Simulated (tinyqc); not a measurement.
Inside a calculation. Model: carrier lifetime of an n-type layer with SRH, radiative, Auger and surface recombination.

Program tinyqc, `OMP_NUM_THREADS=1 python tinyqc.py 2300056 2300057 out.jsonl`; Intel Xeon 2.30GHz, shared host, one thread, about 0.01 s. Printed values are rounded.

Uniform excess density dn = dp (no trapping), n = n0 + dn, p = p0 + dn, Boltzmann statistics, full ionisation. Surfaces enter as a rate 2 S dn/d, which holds while diffusion to them is fast.

Parameters, values chosen for the exercise; band and dielectric values close to those of silicon: temperature T = 400 K; band gap Eg = 1.11 eV; conduction-band density of states at T Nc = 4.28e19 cm^-3; valence-band density of states at T Nv = 4e19 cm^-3; radiative coefficient B = 4.67e-15 cm^3/s; donor density N = 1.8e15 cm^-3; Auger coefficient (two electrons) Cn = 3.7e-31 cm^6/s; Auger coefficient (two holes) Cp = 2.4e-31 cm^6/s; trap density Nt = 1.7e13 cm^-3; capture cross-section for electrons sn = 7e-16 cm^2; capture cross-section for holes sp = 3e-17 cm^2; thermal velocity (both carriers) vth = 1.8e7 cm/s; trap level below the conduction band Et = 0.89 eV; surface recombination velocity (both faces) S = 3 cm/s; sample thickness d = 6 um; generation rate G = 9.4e20 cm^-3 s^-1.

Constants: q = 1.602176634e-19 C, kB = 1.380649e-23 J/K, Vt = kB T/q. Results are converted to the units shown.

## Equilibrium densities and SRH constants

ni = sqrt(Nc Nv) exp(-Eg/(2 Vt)), Eg in volts; majority density N/2 + sqrt(N^2/4 + ni^2), n0 p0 = ni^2; n1 = Nc exp(-Et/Vt), p1 = Nv exp((Et - Eg)/Vt); tn0 = 1/(sn vth Nt), tp0 = 1/(sp vth Nt).

ni = 4.207844e12 cm^-3
n0 = 1.800010e15 cm^-3
p0 = 9.836587e9 cm^-3
n1 = 2.617805e8 cm^-3
p1 = 6.763663e16 cm^-3
tn0 = 4.668534e-6 s
tp0 = 1.089325e-4 s

## Starting value

dn = 2e17 cm^-3.

dn at the start = 2e17 cm^-3

## Iteration 1: new dn

With e = n p - ni^2 = dn (n0 + p0 + dn): U_SRH = e/(tp0 (n + n1) + tn0 (p + p1)), U_rad = B e, U_Aug = (Cn n + Cp p) e, U_s = 2 S dn/d. Newton step on ln U(ln dn) = ln G, U the sum: k = d ln U/d ln dn (central difference over factors 1.0001), dn(new) = dn (G/U)^(1/k).

U_SRH = 1.737256e21 cm^-3 s^-1
U_rad = 1.884812e20 cm^-3 s^-1
U_Aug = 4.950800e21 cm^-3 s^-1
U_s = 2e21 cm^-3 s^-1
k = 2.131087
dn after iteration 1 = 6.973692e16 cm^-3

## Iteration 2: new dn

As before.

U_SRH = 5.915046e20 cm^-3 s^-1
U_rad = 2.329754e19 cm^-3 s^-1
U_Aug = 2.155423e20 cm^-3 s^-1
U_s = 6.973692e20 cm^-3 s^-1
k = 1.305073
dn after iteration 2 = 4.806752e16 cm^-3

## Iteration 3: new dn

As before.

U_SRH = 4.013503e20 cm^-3 s^-1
U_rad = 1.119403e19 cm^-3 s^-1
U_Aug = 7.187959e19 cm^-3 s^-1
U_s = 4.806752e20 cm^-3 s^-1
k = 1.176425
dn after iteration 3 = 4.700282e16 cm^-3

## Course of the iteration

Stop when the step is below 1e-10 of the value, or after 40 iterations.

Course of the iteration:
```
iteration  dn before the step (cm^-3)  step (cm^-3)
1                                2e17      -1.30e17
2                         6.973692e16      -2.17e16
3                         4.806752e16      -1.06e15
4                         4.700282e16      -2.46e12
5                         4.700036e16       -1.31e7
6                         4.700036e16             0
```

Converged in 6 iterations.

## Lifetime, shares and quasi-Fermi splitting

converged dn = 4.700036e16 cm^-3

With e = n p - ni^2 = dn (n0 + p0 + dn): U_SRH = e/(tp0 (n + n1) + tn0 (p + p1)), U_rad = B e, U_Aug = (Cn n + Cp p) e, U_s = 2 S dn/d. tau = dn/U, shares of U, splitting Vt ln(n p/ni^2), radiative efficiency U_rad/U.

tau = 5.000038e-5 s
shares (%): SRH 41.70198, radiative 1.13950, Auger 7.15815, surface 50.00038
quasi-Fermi splitting = 0.6438700 V

Surface recombination takes the largest share. dn is 26 times the doping: high injection.
